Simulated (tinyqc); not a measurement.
# A particle near a wafer in liquid: double-layer and van der Waals forces (DLVO), deposition barrier and removal, step by step

A worked calculation. Computed by tinyqc, a small Python program that keeps every step. Command: `OMP_NUM_THREADS=1 python tinyqc.py 3112280 3112281 out.jsonl dlvo walk`. One thread of a shared host (Intel(R) Xeon(R) Processor @ 2.30GHz), about 0.01 s of CPU time with the checks. Intermediate numbers are printed to about 5 digits and carried at full precision; extremes and crossings named in words are read from the listed rows.

Sphere and flat wall, Derjaguin approximation, constant potentials in the linear-superposition form, no retardation and no hydration force.

Inputs (values chosen for the exercise, of the order of those for silica on silica in water): particle radius R = 380 nm; Hamaker constant A = 3.8e-21 J; potential of the particle psi_1 = 40 mV; potential of the wafer psi_2 = -65 mV; salt concentration c = 0.00015 mol/L; valence z of the symmetric salt = 1; temperature T = 343 K; dielectric constant of the liquid = 63.7; gap h = 4.2 nm; contact distance h0 = 0.4 nm; contact radius over R = 0.19; viscosity = 0.91 mPa s.

Constants: e = 1.602176634e-19 C; N_A = 6.02214076e+23 1/mol; eps_0 = 8.8541878128e-12 F/m; k_B = 1.380649e-23 J/K; k_B = 8.617333262e-05 eV/K.

## Screening

kappa^2 = 2 z^2 e^2 N_A (1000 c)/(eps eps_0 k_B T); gamma_i = tanh(z e psi_i/(4 k_B T)); Z = 64 pi eps eps_0 (k_B T/(z e))^2 gamma_1 gamma_2.

kappa = 0.041669 1/nm

Debye length = 23.999 nm

gamma_1 = 0.32598

gamma_2 = -0.50035

Z = -16.159 pN

kappa R = 15.834

Opposite signs: the double layers attract.

## Energy and force at one gap

U(h) = Z R exp(-kappa h) - A R/(6 h); F(h) = -dU/dh = kappa Z R exp(-kappa h) - A R/(6 h^2), positive for repulsion.

double-layer energy = -1088.5 k_B T

van der Waals energy = -12.100 k_B T

U(h) = -1100.6 k_B T

F(h) = -228.43 pN

Caution: for kappa h below 1 linear superposition is only rough, and charge regulation matters.

## The curve

The formulas are those given above.

Against the gap:
```
h (nm)  kappa h  U (k_B T)   F (pN)
0.4      0.0167    -1402.3  -1755.8
0.6      0.0250    -1349.3   -918.1
1.0      0.0417    -1294.6   -486.1
1.5      0.0625    -1252.0   -347.3
2.5      0.1042    -1188.7   -269.1
4.0      0.1667    -1110.3   -231.6
7.0      0.2917     -975.9   -196.0
12.0     0.5000     -790.7   -156.9
20.0     0.8334     -566.0   -111.8
40.0     1.6668     -246.2    -48.5
```

Caution: in rows with kappa h below 1 linear superposition is only rough.

## Removing an attached particle

Adhesion F_a = A R/(6 h0^2) [1 + a^2/(R h0)] - kappa Z R exp(-kappa h0), a the contact radius. Drag in a shear flow F_d = 1.7 x 6 pi mu R^2 G, acting at 1.4 R; rolling starts when 1.4 R F_d = a F_a. Wall shear stress = mu G.

van der Waals adhesion = 53090 pN

net adhesion F_a = 53341 pN

wall shear stress for rolling = 1564.5 Pa

shear rate G = 1.7192e+06 1/s

Checks made by the program: force against a difference of U (relative difference 1e-10).
